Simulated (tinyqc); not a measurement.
# Hole mobility in a silicon inversion layer, empirical terms and Matthiessen rule, step by step

tinyqc, about 0.01 s, one thread, Intel Xeon 2.30GHz (shared host): `OMP_NUM_THREADS=1 python tinyqc.py 2510085 2510086 out.jsonl` Printed values are rounded.

Inversion layer of sheet density Ns on a uniformly doped body, under a high-permittivity gate with an interlayer. The mobility terms are empirical power laws with prefactors chosen for the exercise; adding their inverses (Matthiessen) is itself an approximation.

Parameters, values chosen for the exercise; material values close to those of silicon: temperature T = 325 K; band gap Eg = 1.11 eV; relative permittivity of the semiconductor eps_r = 11.5; conduction-band density of states at T Nc = 3.13e19 cm^-3; valence-band density of states at T Nv = 3e19 cm^-3; body doping Nb = 2.2e17 cm^-3; reverse body bias Vsb = 0 V; weight of the inversion charge in the effective field eta = 0.3333; gate capacitance Cox = 0.78 uF/cm^2; phonon-limited mobility at 1 MV/cm and 300 K Ap = 138 cm^2/(V s); roughness-limited mobility at 1 MV/cm As = 272 cm^2/(V s); exponent of the roughness term gs = 1; Coulomb prefactor Ac = 1900 cm^2/(V s); charge at the interface Nit = 8.6e10 cm^-2; remote-phonon mobility without interlayer Ar = 220 cm^2/(V s); interlayer thickness ti = 1.2 nm; decay length of remote phonons lr = 0.7 nm; inversion density Ns = 6.8e12 cm^-2; ratio W/L WL = 1; drain voltage Vd = 0.02 V; measured linear current I = 2.27 uA.

Constants: q = 1.602176634e-19 C, kB = 1.380649e-23 J/K, Vt = kB T/q, eps0 = 8.8541878128e-14 F/cm where lengths are in cm. Results are converted to the units shown.

## Depletion charge and effective field

ni = sqrt(Nc Nv) exp(-Eg/(2 Vt)), Eg in volts; Ndep = sqrt(2 eps0 eps_r Nb (2 Vt ln(Nb/ni) + Vsb)/q); E = q (Ndep + eta Ns)/(eps0 eps_r), in MV/cm.

ni = 7.58477e10 cm^-3
Ndep = 1.52667e12 cm^-2
E = 0.596842 MV/cm

The depletion charge gives 40.2 % of the field.

## Mobility terms and their sum

With t = T/(300 K): muC = Ac (Ns/1e12 cm^-2) t/(Nb/1e17 cm^-3 + Nit/1e11 cm^-2), muP = Ap E^(-1/3) t^(-1.75), muS = As E^(-gs), muR = Ar exp(2 ti/lr)/t; 1/mu is the sum of the inverses.

terms (cm^2/(V s)): Coulomb 4574.07, phonon 142.482, roughness 455.732, remote phonon 6261.38
mu = 104.264 cm^2/(V s)
shares of 1/mu (%): Coulomb 2.27945, phonon 73.1770, roughness 22.8783, remote phonon 1.66519

The phonon term limits most.

## Iteration 1: inversion density for the measured current

Ns at the start = 1e13 cm^-2

I = (W/L) q Ns mu Vd. E = q (Ndep + eta Ns)/(eps0 eps_r) in MV/cm. With t = T/(300 K): muC = Ac (Ns/1e12 cm^-2) t/(Nb/1e17 cm^-3 + Nit/1e11 cm^-2), muP = Ap E^(-1/3) t^(-1.75), muS = As E^(-gs), muR = Ar exp(2 ti/lr)/t; 1/mu is the sum of the inverses. Ns(new) = I/((W/L) q mu Vd).

E = 0.764664 MV/cm
mu = 93.0892 cm^2/(V s)
Ns after iteration 1 = 7.61003e12 cm^-2

## Iteration 2: inversion density for the measured current

As before.

E = 0.639323 MV/cm
mu = 101.146 cm^2/(V s)
Ns after iteration 2 = 7.00383e12 cm^-2

## Course of the iteration: inversion density for the measured current

Stop when Ns changes by less than 1e5 cm^-2, or after 120 iterations.

Course of the iteration:

| iteration | Ns (cm^-2) | \|change\| (cm^-2) |
|---|---|---|
| 1 | 7.61003e12 | 2.39e12 |
| 2 | 7.00383e12 | 6.06e11 |
| 3 | 6.84725e12 | 1.57e11 |
| 4 | 6.80666e12 | 4.06e10 |
| 5 | 6.79614e12 | 1.05e10 |
| 6 | 6.79341e12 | 2.73e9 |
| 7 | 6.79270e12 | 7.09e8 |
| 8 | 6.79251e12 | 1.84e8 |
| 9 | 6.79247e12 | 4.77e7 |
| 10 | 6.79245e12 | 1.24e7 |
| 11 | 6.79245e12 | 3.21e6 |
| 12 | 6.79245e12 | 8.33e5 |
| 13 | 6.79245e12 | 2.16e5 |
| 14 | 6.79245e12 | 5.61e4 |

Converged in 14 iterations. At the end each change is about 0.26 times the one before: linear convergence.

## Split C-V extraction

| point | Vg (V) | Cgc (uF/cm^2) | I (uA) |
|---|---|---|---|
| 0 | 0 | 2.53052e-5 | 5.48100e-11 |
| 1 | 0.1 | 5.79648e-4 | 2.87659e-8 |
| 2 | 0.2 | 0.0130741 | 1.47175e-5 |
| 3 | 0.3 | 0.219159 | 0.00466076 |
| 4 | 0.4 | 0.701667 | 0.108129 |
| 5 | 0.5 | 0.776220 | 0.313228 |
| 6 | 0.6 | 0.779834 | 0.522345 |
| 7 | 0.7 | 0.779993 | 0.721218 |
| 8 | 0.8 | 0.780000 | 0.909116 |
| 9 | 0.9 | 0.780000 | 1.08680 |
| 10 | 1 | 0.780000 | 1.25523 |
| 11 | 1.1 | 0.780000 | 1.41532 |
| 12 | 1.2 | 0.78 | 1.56787 |

Q(Vg) is the trapezoid sum of Cgc from the first point (where Q is taken as 0); mu_eff = I/((W/L) Q Vd); mu_FE = (dI/dVg)/((W/L) Cox Vd) with a backward difference. Listed from point 4 on.

| point | Q (uC/cm^2) | mu_eff (cm^2/(V s)) | mu_FE (cm^2/(V s)) |
|---|---|---|---|
| 4 | 0.0583659 | 92.6305 | 66.3259 |
| 5 | 0.132260 | 118.414 | 131.474 |
| 6 | 0.210063 | 124.331 | 134.049 |
| 7 | 0.288054 | 125.188 | 127.483 |
| 8 | 0.366054 | 124.178 | 120.447 |
| 9 | 0.444054 | 122.373 | 113.901 |
| 10 | 0.522054 | 120.221 | 107.969 |
| 11 | 0.600054 | 117.933 | 102.620 |
| 12 | 0.678054 | 115.616 | 97.7902 |

At the last point mu_FE is 15 % below mu_eff: where the mobility falls with gate voltage the slope of I understates it.
